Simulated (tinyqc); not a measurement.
Free and trapped electrons in a MOS channel with a dense trap tail: two steps of the calculation.

p-type body, charge-sheet picture, full ionisation (an idealisation for deep acceptors), Boltzmann statistics for free electrons. e = Ec - EF at the surface. Acceptor-like traps of density D(E) = D0 + De exp(-E/Ew) at depth E below Ec, from 0 to Eu, hold n_t = integral of D(E)/(1 + exp((e - E)/Vt)). psi = Eg - Vt ln(Nv/Na) - e; N_dep = sqrt(2 eps0 eps_r Na (psi - Vt)/q); n_f = sqrt(N_dep^2 + 2 eps0 eps_r Vt Nc exp(-e/Vt)/q) - N_dep; Vg = Vfb + psi + q (N_dep + n_t + n_f)/Cox, Cox = eps0 eox/tox.

Inputs (values chosen for the exercise); band and dielectric values close to those of silicon:
```
symbol,value,unit,meaning
T,300,K,temperature
Eg,1.13,eV,band gap
eps_r,11.9,,relative permittivity
Nc,2.78e19,cm^-3,conduction-band density of states at T
Nv,2.6e19,cm^-3,valence-band density of states at T
eox,3.9,,relative permittivity of the insulator
tox,26,nm,insulator thickness
Na,4.8e16,cm^-3,acceptor density
Vfb,-0.92,V,flat-band voltage without trapped charge
D0,2.1e10,cm^-2 eV^-1,constant background density of acceptor-like traps
De,5.4e13,cm^-2 eV^-1,density of the tail at the conduction edge
Ew,0.07,eV,decay energy of the tail
Eu,0.74,eV,depth below Ec down to which the traps reach
mf,120,cm^2/(V s),mobility of free electrons
e,0.058,eV,Ec - EF at the surface
```

Constants: q = 1.602176634e-19 C, kB = 1.380649e-23 J/K, Vt = kB T/q, eps0 = 8.8541878128e-14 F/cm where lengths are in cm. Results are converted to the units shown.

Task 1. Trapped charge. Trapezoid rule on 16 equal steps from 0 to Eu, f = 1/(1 + exp((e - E)/Vt)).

Find: E; D(E) f; n_t.

Result 1.

```
point    E (eV)  D(E) f (cm^-2 eV^-1)
0             0             5.1811e12
1      0.046250             1.0838e13
2      0.092500             1.1419e13
3       0.13875             7.1463e12
4       0.18500             3.8353e12
5       0.23125             2.0031e12
6       0.27750             1.0458e12
7       0.32375             5.5038e11
8       0.37000             2.9442e11
9       0.41625             1.6222e11
10      0.46250             9.3937e10
11      0.50875             5.8671e10
12      0.55500             4.0456e10
13      0.60125             3.1049e10
14      0.64750             2.6190e10
15      0.69375             2.3681e10
16      0.74000             2.2384e10
```

n_t = 1.8579e12 cm^-2

Task 2. Charges and gate voltage. psi, N_dep, n_f and Vg as defined, with the n_t given; free share n_f/(n_f + n_t); apparent mobility mf n_f/(n_f + n_t); gate voltage spent on traps q n_t/Cox.

n_t = 1.8578648e12 cm^-2

Find: psi; N_dep; n_f; Vg; free share; apparent mobility; gate voltage spent on traps.

Result 2.

psi = 0.9093 V
N_dep = 7.468e11 cm^-2
n_f = 5.024e11 cm^-2
Vg = 3.737 V
free share = 21.29 %
apparent mobility = 25.54 cm^2/(V s)
gate voltage spent on traps = 2.241 V

Computed by the program tinyqc: `OMP_NUM_THREADS=1 python tinyqc.py 2222192 2222193 out.jsonl`, one thread of a shared Intel Xeon 2.30GHz, about 0.02 s for the whole run.
